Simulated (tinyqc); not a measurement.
# One-diode model of a solar cell, step by step

Program tinyqc, `OMP_NUM_THREADS=1 python tinyqc.py 2280131 2280132 out.jsonl`; Intel Xeon 2.30GHz, shared host, one thread, about 0.01 s. Printed values are rounded.

J is the current delivered and Vj = V + J Rs the junction voltage. J = X JL - J01 (exp(Vj/(n1 Vt)) - 1) - Vj/Rp. The photocurrent does not depend on voltage.

Values chosen for this exercise; values of the order met in cells of gallium arsenide: temperature T = 323 K; photocurrent at one sun JL = 25.1 mA/cm^2; concentration X = 1 suns; saturation current of the diode J01 = 2.5e-12 A/cm^2; ideality factor of the diode n1 = 1.43; series resistance Rs = 0.082 ohm cm^2; shunt resistance Rp = 20000 ohm cm^2; incident power at one sun Pin = 100 mW/cm^2.

Constants: q = 1.602176634e-19 C, kB = 1.380649e-23 J/K, Vt = kB T/q. Results are converted to the units shown.

## Starting value

Vj = 0.82 V.

Vj at the start = 0.82 V

## Iteration 1: new Vj

Open circuit: J(Vj) = 0. G = -dJ/dVj = J01 exp(Vj/(n1 Vt))/(n1 Vt) + 1/Rp. Vj(new) = Vj + J/G.

J = 22.8452 mA/cm^2
G = 0.0556686 S/cm^2
Vj after iteration 1 = 1.23038 V

## Iteration 2: new Vj

As before.

J = -66482.1 mA/cm^2
G = 1670.92 S/cm^2
Vj after iteration 2 = 1.19059 V

## Course of the iteration

Stop when the step is below 1e-10 V, or after 80 iterations.

Course of the iteration:
```
iteration,Vj before the step (V),step (V)
1,0.82,0.410
2,1.23038,-0.0398
3,1.19059,-0.0398
4,1.15083,-0.0397
5,1.11114,-0.0395
6,1.07164,-0.0390
7,1.03264,-0.0376
8,0.994994,-0.0343
9,0.960740,-0.0267
10,0.934060,-0.0142
11,0.919910,-3.20e-3
12,0.916711,-1.36e-4
13,0.916575,-2.32e-7
14,0.916575,-6.74e-13
```

Converged in 14 iterations.

## Figures of merit

Jsc at V = 0, Voc at J = 0, the maximum power point where J (1 + 2 Rs G) = G Vj with G = -dJ/dVj; FF = Vmp Jmp/(Voc Jsc); efficiency Vmp Jmp/(X Pin). Empirical fill factor without parasitics FF0 = (v - ln(v + 0.72))/(v + 1), v = Voc/(n1 Vt).

Jsc = 25.0999 mA/cm^2
Voc = 0.916575 V
Vmp = 0.793596 V
Jmp = 23.8624 mA/cm^2
FF = 0.823141
efficiency = 18.9371 %
FF0 = 0.826557

FF is 0.41 % below FF0. Removing one loss at a time changes the efficiency by: series resistance +0.05, shunt +0.03 points.
